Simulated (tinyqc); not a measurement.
Luttinger-Kohn k.p, four valence bands, step by step. One step of it, computed by the program tinyqc.

Question. Hole masses. E = c [g1 k^2 -/+ 2 sqrt(g2^2 k^4 + 3 (g3^2 - g2^2)(kx^2 ky^2 + ky^2 kz^2 + kz^2 kx^2))] with c = hbar^2/2m, and m* = hbar^2 k^2 / (2 E).

Luttinger parameters chosen for this model; energies are counted downward from the top of the valence band:
```
parameter      value  unit
g1         19.250000
g2          2.570000
g3          3.840000
```

Give: Masses.

Answer.

Masses (electron masses):
```
direction   heavy   light
[100]      0.0709  0.0410
[110]      0.0825  0.0379
[111]      0.0864  0.0371
```
